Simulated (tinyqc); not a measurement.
Worked calculation: RKS/PBE in the sto-6g basis, for H3-, spin multiplicity 1. The basis has no diffuse functions, so it cannot describe the extra electron: this is an exercise in the method, not the real anion. Computed by tinyqc, a small Python program that keeps every step (integrals from PySCF). Settings: charge = -1, multiplicity = 1, basis = sto-6g, energy threshold = 1e-10, iteration cap = 56, orthogonalisation = symmetric, start = core, DIIS depth = 3, DIIS from iteration = 2, damping = 0.2, method = RKS, functional = pbe,pbe, grid = [30, 86]. Command: `OMP_NUM_THREADS=1 python tinyqc.py 30711 30712 out.jsonl` (the two numbers bound the seeds that draw the settings). One thread of a shared host (Intel(R) Xeon(R) Processor @ 2.60GHz), about 0.4 s of CPU time with the checks. Later iterations appear only in the table of the cycle.

## One-electron integrals

Geometry (angstrom):

| atom | x | y | z |
|---|---|---|---|
| H | 0.000000 | 0.000000 | 0.000000 |
| H | 0.000000 | 0.000000 | 0.917000 |
| H | 0.000000 | 0.860000 | -0.320000 |

Basis sto-6g: exponents (1/bohr^2) and contraction coefficients of normalised primitives:

| element | l (shell) | exponent | coefficient |
|---|---|---|---|
| H | s (1) | 35.523221 | 0.009164 |
| H | s (1) | 6.513144 | 0.049361 |
| H | s (1) | 1.822143 | 0.168538 |
| H | s (1) | 0.625955 | 0.370563 |
| H | s (1) | 0.243077 | 0.416492 |
| H | s (1) | 0.100112 | 0.130334 |

Overlap, kinetic and nuclear-attraction integrals over the contracted functions; the nuclear repulsion is the sum of Za Zb / Rab.

nuclear repulsion = 1.50501305 hartree

overlap S:
```
          1H 1s     2H 1s     3H 1s
1H 1s  1.000000  0.546734  0.546360
2H 1s  0.546734  1.000000  0.254429
3H 1s  0.546360  0.254429  1.000000
```

kinetic energy T (hartree):
```
          1H 1s     2H 1s     3H 1s
1H 1s  0.768522  0.144375  0.144115
2H 1s  0.144375  0.768522  0.008487
3H 1s  0.144115  0.008487  0.768522
```

nuclear attraction V (hartree):
```
           1H 1s      2H 1s      3H 1s
1H 1s  -2.343980  -1.155066  -1.154087
2H 1s  -1.155066  -2.141803  -0.499384
3H 1s  -1.154087  -0.499384  -2.141497
```

core Hamiltonian H = T + V (hartree):
```
           1H 1s      2H 1s      3H 1s
1H 1s  -1.575458  -1.010691  -1.009972
2H 1s  -1.010691  -1.373280  -0.490897
3H 1s  -1.009972  -0.490897  -1.372975
```

## Two-electron integrals

Functions are numbered as in S; the eight-fold symmetry (ij|kl) = (ji|kl) = (kl|ij) leaves the list below.

Two-electron integrals (ij|kl) in chemists' order, unique and non-zero (hartree):
```
(11|11) 0.774999   (21|11) 0.349331   (21|21) 0.195336   (22|11) 0.505873
(22|21) 0.349331   (22|22) 0.774999   (31|11) 0.349029   (31|21) 0.158019
(31|22) 0.231547   (31|31) 0.195040   (32|11) 0.144408   (32|21) 0.078156
(32|22) 0.136000   (32|31) 0.078105   (32|32) 0.036650   (33|11) 0.505664
(33|21) 0.231654   (33|22) 0.344452   (33|31) 0.349029   (33|32) 0.136000
(33|33) 0.774999
```

## Orthogonalisation

S = U s U^T; symmetric (Loewdin) form X = U s^(-1/2) U^T, so that X^T S X = 1.

eigenvalues of S: 0.343881  0.745571  1.910548

X:
```
           1H 1s      2H 1s      3H 1s
1H 1s   1.294099  -0.342691  -0.342337
2H 1s  -0.342691   1.146517  -0.011737
3H 1s  -0.342337  -0.011737   1.146260
```

## Starting guess

The start is the orbitals of the core Hamiltonian; D = 2 C_occ C_occ^T.

D at the start:
```
          1H 1s      2H 1s      3H 1s
1H 1s  0.807627   0.360817   0.360425
2H 1s  0.360817   1.501563  -1.180230
3H 1s  0.360425  -1.180230   1.502995
```

## Iteration 1: exchange-correlation on the grid

Becke grid with 30 radial and 86 angular points per atom, points of zero weight dropped. rho = sum D_ij phi_i phi_j; V_xc,ij = sum w v_xc phi_i phi_j plus the gradient terms; v_xc is d(rho eps)/d rho at fixed gradient.

The 12 grid points with the largest w rho, of 7713 (bohr, atomic units):

| x | y | z | w | rho | \|grad rho\|^2 | eps_xc | v_xc |
|---|---|---|---|---|---|---|---|
| 0.203597 | 0.877435 | -1.352441 | 0.032353 | 0.081633 | 0.031530 | -0.384581 | -0.458234 |
| -0.203597 | 0.877435 | -1.352441 | 0.032353 | 0.081633 | 0.031530 | -0.384581 | -0.458234 |
| 0.621731 | 1.003433 | -1.226444 | 0.033523 | 0.078428 | 0.030758 | -0.381264 | -0.450333 |
| -0.621731 | 1.003433 | -1.226444 | 0.033523 | 0.078428 | 0.030758 | -0.381264 | -0.450333 |
| 0.000000 | -0.998615 | 1.329868 | 0.032698 | 0.080344 | 0.031312 | -0.383299 | -0.455000 |
| 0.747729 | -0.747729 | 1.529282 | 0.034592 | 0.074031 | 0.029665 | -0.376738 | -0.439066 |
| -0.747729 | -0.747729 | 1.529282 | 0.034592 | 0.074031 | 0.029665 | -0.376738 | -0.439066 |
| 0.621731 | -0.621731 | 1.111148 | 0.028420 | 0.089930 | 0.032159 | -0.392628 | -0.478558 |
| -0.621731 | -0.621731 | 1.111148 | 0.028420 | 0.089930 | 0.032159 | -0.392628 | -0.478558 |
| -0.748108 | 0.877056 | -1.352821 | 0.052076 | 0.048529 | 0.011678 | -0.333420 | -0.382109 |
| 0.748108 | 0.877056 | -1.352821 | 0.052076 | 0.048529 | 0.011678 | -0.333420 | -0.382109 |
| 0.000000 | -1.201600 | 1.247949 | 0.050114 | 0.050162 | 0.012114 | -0.335848 | -0.387317 |

electrons on the grid, sum of w rho = 3.999968

E_xc = sum of w rho eps_xc = -1.56687927 hartree

V_xc (hartree):
```
           1H 1s      2H 1s      3H 1s
1H 1s  -0.493386  -0.257444  -0.257227
2H 1s  -0.257444  -0.501262  -0.110347
3H 1s  -0.257227  -0.110347  -0.501285
```

## Iteration 1: building the Kohn-Sham matrix

J_ij = sum D_kl (ij|kl); F = H + J + V_xc; E = tr D H + tr D J / 2 + E_xc + E_nn.

Coulomb J (hartree):
```
          1H 1s     2H 1s     3H 1s
1H 1s  2.308338  1.225233  1.224419
2H 1s  1.225233  2.187954  0.551438
3H 1s  1.224419  0.551438  2.188168
```

Kohn-Sham matrix F (hartree):
```
           1H 1s      2H 1s      3H 1s
1H 1s   0.239495  -0.042902  -0.042780
2H 1s  -0.042902   0.313411  -0.049807
3H 1s  -0.042780  -0.049807   0.313909
```

total energy of this density = -1.30674455 hartree

This density is the starting one.

## Iteration 1: diagonalisation and new density

Diagonalise F' = X^T F X, C = X C', fill 2 alpha and 2 beta electrons from the bottom; D = 2 C_occ C_occ^T; the new density keeps 0.2 of the old one (damping). Each column has its largest component positive (the first on a tie).

F' = X^T F X (hartree):
```
           1          2          3
1   0.538944  -0.281801  -0.281509
2  -0.281801   0.474857  -0.012509
3  -0.281509  -0.012509   0.475129
```

orbital energies (hartree): MO1 0.100564, MO2 0.487502, MO3 0.900864

coefficients C:
```
            MO1        MO2        MO3
1H 1s  0.511754   0.000376   1.283523
2H 1s  0.363930  -0.818666  -0.793358
3H 1s  0.363019   0.819170  -0.792730
```

D after iteration 1:
```
          1H 1s      2H 1s      3H 1s
1H 1s  0.580553   0.369659   0.369821
2H 1s  0.369659   1.584569  -1.097667
3H 1s  0.369821  -1.097667   1.585116
```

## Iteration 2: exchange-correlation on the grid

As before.

The 12 grid points with the largest w rho, of 7713 (bohr, atomic units):

| x | y | z | w | rho | \|grad rho\|^2 | eps_xc | v_xc |
|---|---|---|---|---|---|---|---|
| 0.621731 | 1.003433 | -1.226444 | 0.033523 | 0.080771 | 0.033644 | -0.385045 | -0.453944 |
| -0.621731 | 1.003433 | -1.226444 | 0.033523 | 0.080771 | 0.033644 | -0.385045 | -0.453944 |
| -0.203597 | 0.877435 | -1.352441 | 0.032353 | 0.083569 | 0.034355 | -0.387859 | -0.460736 |
| 0.203597 | 0.877435 | -1.352441 | 0.032353 | 0.083569 | 0.034355 | -0.387859 | -0.460736 |
| 0.000000 | -0.998615 | 1.329868 | 0.032698 | 0.082466 | 0.034177 | -0.386805 | -0.457991 |
| -0.747729 | -0.747729 | 1.529282 | 0.034592 | 0.076918 | 0.032637 | -0.381189 | -0.444287 |
| 0.747729 | -0.747729 | 1.529282 | 0.034592 | 0.076918 | 0.032637 | -0.381189 | -0.444287 |
| 0.000000 | 1.222153 | -1.603327 | 0.034957 | 0.075015 | 0.032191 | -0.379343 | -0.439328 |
| -0.403011 | -0.998615 | 1.732879 | 0.035004 | 0.074477 | 0.031955 | -0.378746 | -0.438015 |
| 0.403011 | -0.998615 | 1.732879 | 0.035004 | 0.074477 | 0.031955 | -0.378746 | -0.438015 |
| 0.998615 | 1.222153 | -0.604712 | 0.033017 | 0.078433 | 0.032550 | -0.382395 | -0.448593 |
| -0.998615 | 1.222153 | -0.604712 | 0.033017 | 0.078433 | 0.032550 | -0.382395 | -0.448593 |

electrons on the grid, sum of w rho = 3.999967

E_xc = sum of w rho eps_xc = -1.56758855 hartree

V_xc (hartree):
```
           1H 1s      2H 1s      3H 1s
1H 1s  -0.475795  -0.254772  -0.254550
2H 1s  -0.254772  -0.506636  -0.110485
3H 1s  -0.254550  -0.110485  -0.506614
```

## Iteration 2: building the Kohn-Sham matrix

As before.

Coulomb J (hartree):
```
          1H 1s     2H 1s     3H 1s
1H 1s  2.252454  1.213258  1.212403
2H 1s  1.213258  2.198684  0.550005
3H 1s  1.212403  0.550005  2.198692
```

Kohn-Sham matrix F (hartree):
```
           1H 1s      2H 1s      3H 1s
1H 1s   0.201201  -0.052205  -0.052119
2H 1s  -0.052205   0.318768  -0.051377
3H 1s  -0.052119  -0.051377   0.319104
```

total energy of this density = -1.31459960 hartree

This density is a damped mixture and is not idempotent.

## Iteration 2: diagonalisation and new density

As before.

F' = X^T F X (hartree):
```
           1          2          3
1   0.492210  -0.282141  -0.281848
2  -0.282141   0.484679  -0.011962
3  -0.281848  -0.011962   0.484764
```

orbital energies (hartree): MO1 0.083565, MO2 0.496684, MO3 0.881404

coefficients C:
```
            MO1        MO2        MO3
1H 1s  0.557179   0.000096   1.264466
2H 1s  0.335265  -0.818619  -0.805938
3H 1s  0.334688   0.819217  -0.805053
```

D after iteration 2:
```
          1H 1s      2H 1s      3H 1s
1H 1s  0.612829   0.372690   0.372460
2H 1s  0.372690   1.568977  -1.113002
3H 1s  0.372460  -1.113002   1.570036
```

## Iteration 14 (converged): orbitals

converged F (hartree):
```
           1H 1s      2H 1s      3H 1s
1H 1s   0.206436  -0.050934  -0.050834
2H 1s  -0.050934   0.317978  -0.051161
3H 1s  -0.050834  -0.051161   0.318372
```

Diagonalise F' = X^T F X, C = X C', fill 2 alpha and 2 beta electrons from the bottom; D = 2 C_occ C_occ^T. Each column has its largest component positive (the first on a tie).

F' = X^T F X (hartree):
```
           1          2          3
1   0.498583  -0.282074  -0.281781
2  -0.282074   0.483262  -0.012037
3  -0.281781  -0.012037   0.483413
```

orbital energies (hartree): MO1 0.086003, MO2 0.495374, MO3 0.883881

coefficients C:
```
            MO1        MO2        MO3
1H 1s  0.550965   0.000202   1.267186
2H 1s  0.339265  -0.818646  -0.804235
3H 1s  0.338588   0.819191  -0.803448
```

D after iteration 14:
```
          1H 1s      2H 1s      3H 1s
1H 1s  0.607124   0.373516   0.373431
2H 1s  0.373516   1.570564  -1.111512
3H 1s  0.373431  -1.111512   1.571431
```

## Convergence

Stop when the energy changes by less than 1e-10 hartree and every element of the error matrix X^T (F D S - S D F) X is below 3e-06.

Course of the cycle:

| iteration | E (hartree) | change | largest element of the error matrix |
|---|---|---|---|
| 1 | -1.30674455 | - | 1.11e-01 |
| 2 | -1.31459960 | -7.86e-03 | 1.81e-02 |
| 3 | -1.31678785 | -2.19e-03 | 2.83e-03 |
| 4 | -1.31724137 | -4.54e-04 | 5.65e-04 |
| 5 | -1.31733175 | -9.04e-05 | 1.11e-04 |
| 6 | -1.31734981 | -1.81e-05 | 2.22e-05 |
| 7 | -1.31735342 | -3.61e-06 | 4.44e-06 |
| 8 | -1.31735414 | -7.22e-07 | 8.89e-07 |
| 9 | -1.31735429 | -1.44e-07 | 1.78e-07 |
| 10 | -1.31735432 | -2.89e-08 | 3.55e-08 |
| 11 | -1.31735432 | -5.78e-09 | 7.11e-09 |
| 12 | -1.31735432 | -1.16e-09 | 1.42e-09 |
| 13 | -1.31735432 | -2.31e-10 | 2.84e-10 |
| 14 | -1.31735432 | -4.62e-11 | 5.69e-11 |

PySCF RKS in the same basis, fine grid = -1.31735148 hartree

Converged in 14 iterations. The coarse grid moves the energy by -2.85e-06 hartree.

## Populations, bond orders and dipole

Mulliken: Z minus the diagonal of D S on the atom; Loewdin: the same with S^(1/2) D S^(1/2); Mayer order: 2 sum_s sum (D(s) S)_ij (D(s) S)_ji over the two atoms.

Charges (e):

| atom | Mulliken | Loewdin |
|---|---|---|
| 1H | -0.015366 | 0.034194 |
| 2H | -0.491976 | -0.516752 |
| 3H | -0.492658 | -0.517442 |

Mayer bond orders:

| pair | order |
|---|---|
| 2-1 | 0.500217 |
| 3-1 | 0.499547 |
| 3-2 | 0.257742 |

dipole moment about the origin, x y z (debye): 0.000000  -2.035049  -1.409701
